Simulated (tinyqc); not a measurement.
Worked calculation: temperature and isotope dependence of a band gap in oscillator models. Values are carried at full precision from step to step, so a last printed digit may differ when a step is redone from the rounded ones.

E(T) = E0 - sum_i sl_i th_i n_i(T), n = 1/(exp(th/T) - 1). The same coupling lowers the gap at 0 K by the zero-point term ZP = sum_i sl_i th_i/2, so the gap of the static lattice is E0 + ZP. Thermal expansion is taken as part of the slopes.

Inputs chosen for the exercise (near those of SiC; the results hold for these values, not for the real material):
- E0 = 3.269 eV (gap at 0 K)
- th = (233, 1111) K (temperatures of two oscillators)
- sl = (0.158, 0.387) meV/K (their high-temperature slopes)
- T = 77 K (temperature)
- M = 20.04 u (mean atomic mass)
- dM = 1.13 u (change of the mean mass (not bounded by the natural isotopes))
- T12 = (370, 790) K (temperatures of the fits)

## The gap at T

Give the occupations, the two terms, the gap, ZP and the static gap.

n_i: [0.05098, 0.00000]

terms (meV): [1.877, 0.000]

E(T) = 3.2671 eV
ZP = 233.39 meV
static gap = 3.5024 eV

The thermal fall, 1.9 meV, is smaller than the zero-point term, 233.4 meV; the soft oscillator supplies 100 % of the fall but 8 % of ZP. A calculation with clamped ions should be compared with the static gap.

## Slope and asymptote

dE/dT = -sum sl_i (th_i/T)^2 n_i (1 + n_i). At high T, n -> T/th - 1/2, so E -> E0 + ZP - (sum sl_i) T. Give the slope, its ratio to the limit, and the value at 0 K of the tangent drawn at T.

dE/dT = -0.0776 meV/K
ratio to the limiting slope = 0.1423
intercept of the tangent = 3.2731 eV
intercept - E0 = 4.10 meV

The tangent recovers 2 % of ZP: the extrapolation works only from T well above the higher oscillator (1111 K).

## Isotope effect

With M -> M + dM the oscillator temperatures scale as M^(-1/2) and the slopes stay. Give th, ZP, E0 (static gap fixed) and E(T) for the new mass, and the linear rule dE0 = ZP dM/(2 M).

th (K): [226.70, 1080.94]

ZP = 227.071 meV
shift of E0 = 6.314 meV
linear rule = 6.580 meV
shift of E(T) = 6.200 meV

The heavier crystal has the wider gap. At 77 K 98 % of the shift at 0 K is left; it fades at high T, where the motion is classical and the mean-square amplitude no longer depends on mass.

## Two common fits

Two-parameter forms are made to pass through the falls at the two temperatures T12: Varshni aV T^2/(T + bV), from the line T^2/fall = (T + bV)/aV; one oscillator s1 t1/(exp(t1/T) - 1), with t1 from the ratio of the falls.

Give the falls and the parameters.

falls (meV): [64.4362, 246.8700]

aV = 1.0410 meV/K
bV = 1842 K
t1 = 670.0 K
s1 = 0.4920 meV/K
ZP of the one-oscillator fit = 164.8 meV

The limiting slope of the model is 0.5450 meV/K; Varshni puts it +91 % off and one oscillator -10 %. The ZP of the fit differs from the true one by -68.6 meV.

## Checks

- Slope by finite differences against the formula (meV/K): both 0.077564.
- Fall at 20 times the higher oscillator temperature against the asymptote (meV): 11878 against 11877.

tinyqc: `OMP_NUM_THREADS=1 python tinyqc.py 1851226 1851227 out.jsonl`; about 0.01 s, one thread, shared Intel(R) Xeon(R) Processor @ 2.30GHz.
